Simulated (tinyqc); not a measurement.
CISD on RHF in the sto-3g basis, for H2, spin multiplicity 1, step by step. One step of it, computed by the program tinyqc.

Problem. Integrals over molecular orbitals. (pq|rs) = sum C_ip C_jq C_kr C_ls (ij|kl), one index at a time.

coefficients C:
```
            MO1        MO2
1H 1s  0.539651   1.328962
2H 1s  0.539651  -1.328962
```

core Hamiltonian H = T + V (hartree):
```
           1H 1s      2H 1s
1H 1s  -1.180878  -1.064102
2H 1s  -1.064102  -1.180878
```

Two-electron integrals (ij|kl) in chemists' order, unique and non-zero (hartree):
```
(11|11) 0.774606   (21|11) 0.495160   (21|21) 0.358725   (22|11) 0.603050
(22|21) 0.495160   (22|22) 0.774606
```

Give: one-electron integrals over orbitals h = C^T H C; Two-electron integrals over orbitals.

Solution.

one-electron integrals over orbitals h = C^T H C (hartree):
```
         1        2
1  -1.3076   0.0000
2   0.0000  -0.4125
```

Two-electron integrals over orbitals (pq|rs), unique and non-zero (hartree):
```
(11|11) 0.6913   (21|21) 0.1765   (22|11) 0.6791   (22|22) 0.7141
```
